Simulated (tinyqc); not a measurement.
From results to parameters: Hueckel model of a polar double bond. Computed by the program tinyqc.

Problem. A C=X pi bond in Hueckel theory has H_XX = alpha + h beta, H_CC = alpha and H_CX = k beta, with two electrons. Find h, k, the charge on carbon and the bond order.

x values of the two levels (E = alpha + x beta): 2.604923  -0.324923

Solution. The sum of the x values is h and their product is -k^2; the charge on carbon is h/sqrt(h^2 + 4k^2) and the bond order 2k/sqrt(h^2 + 4k^2).

h, k: 2.280  0.920
charge on carbon, bond order: 0.7782  0.6280
